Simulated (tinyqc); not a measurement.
Worked calculation: polytypes and stacking faults of a tetrahedral semiconductor in an axial Ising model with couplings up to third neighbours. Computed by tinyqc, a small Python program that keeps every step. Command: `OMP_NUM_THREADS=1 python tinyqc.py 3015109 3015110 out.jsonl polytype walk`. One thread of a shared host (Intel(R) Xeon(R) Processor @ 2.30GHz), about 0.01 s of CPU time with the checks. Intermediate numbers are printed to about 6 digits and carried at full precision; extremes and crossings named in words are read from the listed rows.

Each double layer has s = +1 or -1 for the sense of its stacking step; E per pair of atoms = E0 - sum_n J_n <s_i s_(i+n)>, n = 1, 2, 3. Hexagonality h = (1 - <s_i s_(i+1)>)/2.

Inputs (values chosen for the exercise, for a model crystal):
```
quantity                                    value      unit
J1                                           5.57  meV/pair
J2                                           -0.4  meV/pair
J3                                          -0.14  meV/pair
basal lattice constant a                        4  angstrom
shear modulus G                              47.2       GPa
Poisson ratio nu                             0.17         -
gap of 3C                                    1.52        eV
gap of 4H                                    1.51        eV
binding energy of the fault level E_b        0.07        eV
in-plane mass m                              0.45        m0
effective density of states N_c at 300 K  1.1e+19    1/cm^3
electron density n                        3.1e+18    1/cm^3
temperature T                                 350         K
```

Host polytype: 3C.

Constants: 1 eV/angstrom^2 = 16.02176634 J/m^2; m_0 = 9.1093837015e-31 kg; hbar = 1.054571817e-34 J s; k_B = 1.380649e-23 J/K; k_B = 8.617333262e-05 eV/K.

## Energies of the polytypes

correlations of the repeat units 3C (+), 2H (+-), 4H (++--), 6H (+++---), 15R (+++--), 8H (++++----), 21R (++++---), 9R (++-):
```
        n = 1     n = 2     n = 3
3C    1.00000   1.00000   1.00000
2H   -1.00000   1.00000  -1.00000
4H    0.00000  -1.00000   0.00000
6H    0.33333  -0.33333  -1.00000
15R   0.20000  -0.60000  -0.60000
8H    0.50000   0.00000  -0.50000
21R   0.42857  -0.14286  -0.71429
9R   -0.33333  -0.33333   1.00000
```

E - E(3C) = sum_n J_n (1 - C_n), C_n = <s_i s_(i+n)>. The gap is taken linear in h between 3C (h = 0) and 4H (h = 1/2), a rough rule, with a dash beyond.

Polytypes:
```
polytype        h  E - E(3C) (meV/pair)  gap by the linear rule (eV)
3C        0.00000                0.0000                      1.52000
2H        1.00000               10.8600                            -
4H        0.50000                4.6300                      1.51000
6H        0.33333                2.9000                      1.51333
15R       0.40000                3.5920                      1.51200
8H        0.25000                2.1750                      1.51500
21R       0.28571                2.4857                      1.51429
9R        0.66667                6.8933                            -
```

E(2H) - E(3C) = 10.86 meV/pair

E(4H) - E(3C) = 4.63 meV/pair

E(6H) - E(3C) = 2.9 meV/pair

The lowest is 3C, 2.175 meV/pair below 8H. J1/|J2| = 13.93: for J3 = 0 and J2 < 0 the ground state is 2H below -2, 4H between -2 and 2, and 3C above 2; at 2 itself all periods with bands of two or more layers are degenerate.

## Back from three energies to J1, J2, J3

With d2, d4, d6 the energies of 2H, 4H, 6H over 3C: d2 = 2 J1 + 2 J3, d4 = J1 + 2 J2 + J3, d6 = (2/3) J1 + (4/3) J2 + 2 J3, so J2 = (d4 - d2/2)/2, J3 = (3/4)(d6 - (2/3) d4), J1 = d2/2 - J3.

J1 recovered = 5.57 meV/pair

J2 recovered = -0.4 meV/pair

J3 recovered = -0.14 meV/pair

## Stacking-fault energies

fault coefficients k_n:
```
               J1  J2  J3
intrinsic       4   4   4
extrinsic       4   8   8
twin boundary   2   4   6
```

Faults in 3C: the sequences intrinsic (-), extrinsic (--), twin boundary (+ turns to -) are put between perfect repeats; k_n = (layers x C_n of the host) - sum_i s_i s_(i+n). gamma = sum k_n J_n/A, A = (sqrt 3/2) a^2; 1 meV/angstrom^2 = 16.02177 mJ/m^2.

gamma (mJ/m^2): intrinsic 23.2642, extrinsic 20.7666, twin boundary 10.0596

energy of the glide fault, intrinsic = 23.2642 mJ/m^2

The cheapest is the twin boundary fault.

## Splitting of a basal screw dislocation

Screw line, bounded by the intrinsic fault of energy gamma: b = a, partials b_p = a/sqrt 3; d = G b_p^2 (2 - 3 nu)/(8 pi gamma (1 - nu)). One partial is driven off by the shear stress gamma/b_p along its Burgers vector.

splitting width d = 7.72896 nm

stress to open the fault = 100.737 MPa

## Electronic energy gained by the fault

The fault binds electrons in a two-dimensional band E_b below the conduction edge, g2 = m m0/(pi hbar^2) for one valley. With the Fermi level held by the bulk, eta = ln[n/N_c(T)], N_c(T) = N_c (T/300)^1.5, the grand potential falls by g2 (k_B T)^2 F1(x), x = eta + E_b/(k_B T), F1(x) = integral from 0 to infinity of ln(1 + exp(x - t)) dt; sheet density g2 k_B T ln(1 + e^x). Band bending by the trapped charge is left out, so the gain is an upper bound. Net fault energy = gamma of the intrinsic fault less the electronic gain.

x = 0.823184

sheet density = 6.73066e+12 1/cm^2

electronic gain = 0.434330 mJ/m^2

net fault energy = 22.8299 mJ/m^2

The gain offsets 1.9 % of the fault energy. Caution: rows with n above 0.3 N_c(T) are near degeneracy, where eta = ln(n/N_c) underestimates the Fermi level.

## Gain against electron density

The formulas are those given above.

At T:
```
n (1/cm^3)         x  sheet density (1/cm^2)  gain (mJ/m^2)   gain/gamma  gain/gamma at T + 200 K
1.00e+14    -9.51856             4.16560e+08    2.01297e-05  8.65265e-07              4.66416e-07
1.00e+15    -7.21597             4.16422e+09    2.01263e-04  8.65122e-06              4.66399e-06
1.00e+16    -4.91339             4.15052e+10    2.00932e-03  8.63696e-05              4.66231e-05
1.00e+17    -2.61080             4.01982e+11    1.97719e-02  8.49885e-04              4.64561e-04
1.00e+18    -0.30822             3.12318e+12    1.72973e-01  7.43517e-03              4.48940e-03
5.00e+18     1.30122             8.74230e+12    6.12567e-01  2.63309e-02              1.98099e-02
2.00e+19     2.68751             1.56103e+13    1.42173e+00  6.11124e-02              5.91468e-02
```

For x well below 0 the gain is k_B T times the sheet density and linear in n; for x well above 0 the well fills and the gain grows only about as x^2. It stays below the fault energy in all rows; 200 K more changes it by a factor 0.54 at 1e16.

Checks made by the program: the recovered constants (relative difference below 1e-10).
